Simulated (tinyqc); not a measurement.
Effective mass of the split-off band from tabulated energies: one step. Least squares over all points. Two cases, with inputs chosen for the exercise.

Task: Fit E = a k^2 (a = sum k^2 E/sum k^4), then E = a k^2 + b k^4 from the normal equations; E in eV; m = c/a.

c = hbar^2/2m0. A uniform scatter of up to 0.3 meV has been added to mimic numerical noise.
Constants: hbar^2/2m0 = 3.80998211 eV angstrom^2.

Give: sums of k^4, k^6, k^8; sums of k^2 E, k^4 E; a, one term; a and b, two terms; m, one and two terms.

Case 1.

Energies along [100], from the band edge downward:

| k (1/angstrom) | E (meV) |
|---|---|
| 0.0000000 | 0.000000 |
| 0.0058000 | 1.226800 |
| 0.0116000 | 4.824500 |
| 0.0174000 | 10.081900 |
| 0.0232000 | 18.552300 |
| 0.0290000 | 29.087700 |
| 0.0348000 | 41.614800 |
| 0.0406000 | 56.037900 |
| 0.0464000 | 73.203000 |

reference mass (curvature of the model at k = 0.0001 1/angstrom) = 0.1110584 m0

Result:

sums of k^4, k^6, k^8: 9.9268e-06  1.7015e-08  3.1612e-11

sums of k^2 E, k^4 E: 0.00033856  5.7957e-07

a, one term = 34.106 eV angstrom^2

a and b, two terms: 34.63  -308.2

m, one and two terms (m0): 0.11171  0.11001

The parabola over all points errs by +0.6 % because the weights k^4 favour the outer points; the second term brings the error to -0.9 %.

Case 2.

Energies along [110], from the band edge downward:

| k (1/angstrom) | E (meV) |
|---|---|
| 0.0000000 | 0.000000 |
| 0.0150000 | 3.503800 |
| 0.0300000 | 13.626200 |
| 0.0450000 | 30.123100 |
| 0.0600000 | 54.491700 |
| 0.0750000 | 86.709600 |
| 0.0900000 | 127.669000 |
| 0.1050000 | 177.155700 |
| 0.1200000 | 236.181100 |

reference mass (curvature of the model at k = 0.0001 1/angstrom) = 0.2581067 m0

Result:

sums of k^4, k^6, k^8: 0.00044408  5.0912e-06  6.3264e-08

sums of k^2 E, k^4 E: 0.0071462  8.2469e-05

a, one term = 16.092 eV angstrom^2

a and b, two terms: 14.83  110.4

m, one and two terms (m0): 0.23676  0.25697

The parabola over all points errs by -8.3 % because the weights k^4 favour the outer points; the second term brings the error to -0.4 %.

Computed by tinyqc, one run a case: `OMP_NUM_THREADS=1 python tinyqc.py N N+1 out.jsonl` with N = 1850988, 1881213; one thread of a shared Intel(R) Xeon(R) Processor @ 2.30GHz, about 0.01 s a run at most.
